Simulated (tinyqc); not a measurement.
Doping from the ideality factor.

Problem. For thermionic-field emission over a Schottky barrier the ideality factor is n = u coth(u) with u = E00/Vt and E00 = (hbar/2) sqrt(Nd/(me m0 eps0 eps_r)) in SI units (volts). Find u, E00 and Nd.

Inputs (values chosen for the exercise); band and dielectric values close to those of In0.53Ga0.47As:
- T = 300 K (temperature)
- me = 0.0406 m0 (electron mass)
- eps_r = 14.1 (relative permittivity)

Constants: q = 1.602176634e-19 C, kB = 1.380649e-23 J/K, eps0 = 8.8541878128e-12 F/m, hbar = 1.054571817e-34 J s, m0 = 9.1093837015e-31 kg, Vt = kB T/q. Results are converted to the units shown.

n = 1.1058511

Solution. u coth(u) rises steadily from 1, so n fixes u; the definition of E00 then gives Nd.

u = 0.5695
E00 = 14.72 meV
Nd = 3.600e17 cm^-3

Computed by the program tinyqc: `OMP_NUM_THREADS=1 python tinyqc.py 2640031 2640032 out.jsonl`, one thread of a shared Intel Xeon 2.30GHz, about 0.04 s for the whole run.
